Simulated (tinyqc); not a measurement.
## Surface Green function of a zigzag honeycomb ribbon two chains wide, Sancho-Rubio decimation: effect of the broadening

A semi-infinite lead of cells 0, 1, 2, ... with H0 inside a cell and H1 = <cell i|H|cell i + 1>. Cell of four sites joined 1-2-3-4 by -t; site 2 joins site 1 of the next cell and site 3 joins site 4 of the next cell. z = E + i eta.

Start with e_s = e = H0, a = H1, b = H1^dagger. Each round: g = (z - e)^(-1); e_s <- e_s + a g b; e <- e + a g b + b g a; a <- a g a; b <- b g b (all with the old a, b). Round k joins cells 2^k apart. Stop when the largest entry of the matrices a and b is below 1e-12 eV; g_s = (z - e_s)^(-1), bulk (z - e)^(-1), density of states -Im Tr/pi. The last column counts the steps of the plain recursion g <- (z - H0 - H1 g H1^dagger)^(-1), one cell a step from g = (z - H0)^(-1), until no entry changes by more than 1e-8 1/eV.

Values chosen for this exercise:
- E = -2.24 eV (energy)

H0 (eV):
```
      1      2     3      4
1  0.51   -2.7     0      0
2  -2.7  -0.51  -2.7      0
3     0   -2.7  0.51   -2.7
4     0      0  -2.7  -0.51
```

H1 (eV):
```
      1  2  3     4
1     0  0  0     0
2  -2.7  0  0     0
3     0  0  0  -2.7
4     0  0  0     0
```

Effect of the broadening:
```
eta (eV)  rounds  surface density of states (1/eV)  plain steps
0.8            7                            0.2572           22
0.3            8                            0.2504           59
0.1           10                            0.2429          179
0.05          11                            0.2407          357
0.03          11                            0.2398          596
0.01          13                            0.2389         1789
```

The rounds go from 7 to 13 and the plain steps from 22 to 1789. Inside a band the plain recursion needs a number of steps that grows as 1/eta, the decimation only as log2(1/eta). The density of states tends to 0.2385 1/eV as eta goes to zero; the first row is 7.9 % above that and the last 0.19 % above it.

tinyqc, about 0.08 s, one thread, Intel Xeon 2.30GHz (shared host): `OMP_NUM_THREADS=1 python tinyqc.py 2680104 2680105 out.jsonl`
